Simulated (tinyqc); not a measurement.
# Floating body of a partially depleted SOI transistor: body voltage and kink, step by step

Computed by the program tinyqc: `OMP_NUM_THREADS=1 python tinyqc.py 2182121 2182122 out.jsonl`, one thread of a shared Intel Xeon 2.30GHz, about 0.2 s for the whole run. Printed values are rounded.

Source at 0 V. Channel current Ic = 2 nf K Vt^2 [F(0) - F(Vd)](1 + la Vd), F(V) = ln^2(1 + exp((Vg - VT - nf V)/(2 nf Vt))), VT = VT0 - gb Vb. Saturation voltage Vs = 2 Vt sqrt(F(0)) + 3 Vt, excess Ve = (Vd - Vs + sqrt((Vd - Vs)^2 + 0.0004 V^2))/2, multiplication M1 = Ai Ve exp(-Bl/Ve). Each junction passes D(v) = J1 (exp(v/Vt) - 1) + J2 (exp(v/(2 Vt)) - 1). Bipolar current Ib = bb J1 (exp(Vb/Vt) - 1). The body settles where M1 (Ic + Ib) = D(Vb) + D(Vb - Vd) + Vb/Rb; drain current Id = (1 + M1)(Ic + Ib) - D(Vb - Vd).

Parameters, values chosen for the exercise; values of the order met in partially depleted silicon-on-insulator transistors: temperature T = 330 K; threshold at zero body voltage VT0 = 0.41 V; fall of the threshold per volt of body voltage gb = 0.23; slope factor nf = 1.41; gain factor per width K = 150 uA/(V^2 um); channel-length modulation factor la = 0.08 1/V; impact-ionisation prefactor Ai = 3.35 1/V; impact-ionisation voltage Bl = 7.6 V; diffusion saturation current of each junction J1 = 8.8e-11 uA/um; recombination saturation current of each junction J2 = 1.7e-8 uA/um; gain of the lateral bipolar transistor on the diffusion current bb = 1; resistance of a weak body tie to the source (1e9 stands for no tie, and the term is then dropped) Rb = 4000 kohm um; gate voltage Vg = 0.51 V; drain voltage Vd = 2.2 V.

Constants: q = 1.602176634e-19 C, kB = 1.380649e-23 J/K, Vt = kB T/q. Results are converted to the units shown.

Range of the model: The multiplication law is an empirical form chosen for the exercise; self-heating and capacitive coupling to the body are left out, and the linear laws are rough once Vb passes about 0.7 V or M1 about 0.1.

## Starting value

Vb = 0.69 V.

Vb at the start = 0.69 V

## Iteration 1: new Vb

Current into the body I_in = M1 (Ic + Ib) - D(Vb - Vd), current out I_out = D(Vb) + Vb/Rb; f = ln(I_in/I_out), s = df/dVb by central differences over 1e-5 V, Vb(new) = Vb - f/s.

Ic = 4.28812 uA/um
Ve = 1.92905 V
M1 = 0.125710
I_in = 0.920628 uA/um
I_out = 3.21095 uA/um
f = -1.24927
s = -18.1742 1/V
Vb after iteration 1 = 0.621261 V

## Iteration 2: new Vb

As before.

Ic = 3.80638 uA/um
Ve = 1.93979 V
M1 = 0.129198
I_in = 0.526745 uA/um
I_out = 0.426917 uA/um
f = 0.210127
s = -19.3180 1/V
Vb after iteration 2 = 0.632139 V

## Iteration 3: new Vb

As before.

Ic = 3.88043 uA/um
Ve = 1.93810 V
M1 = 0.128644
I_in = 0.550237 uA/um
I_out = 0.555948 uA/um
f = -0.0103262
s = -21.1157 1/V
Vb after iteration 3 = 0.631650 V

## Course of the iteration

Stop when the step is below 1e-10 V, or after 40 iterations.

Course of the iteration:

| iteration | Vb before the step (V) | step (V) |
|---|---|---|
| 1 | 0.69 | -0.0687 |
| 2 | 0.621261 | 0.0109 |
| 3 | 0.632139 | -4.89e-4 |
| 4 | 0.631650 | -7.79e-7 |
| 5 | 0.631649 | -2.00e-12 |

Converged in 5 iterations.

## Drain current with floating and with grounded body

converged Vb = 0.631649 V

Id and VT at the converged Vb, Id at Vb = 0, their ratio, and the bipolar share Ib/(Ic + Ib).

VT = 0.264721 V
Id, floating = 4.81611 uA/um
Id, grounded = 1.05001 uA/um
ratio = 4.58674
bipolar share = 9.13967 %

The body rises to 0.632 V and lowers the threshold by 145 mV.
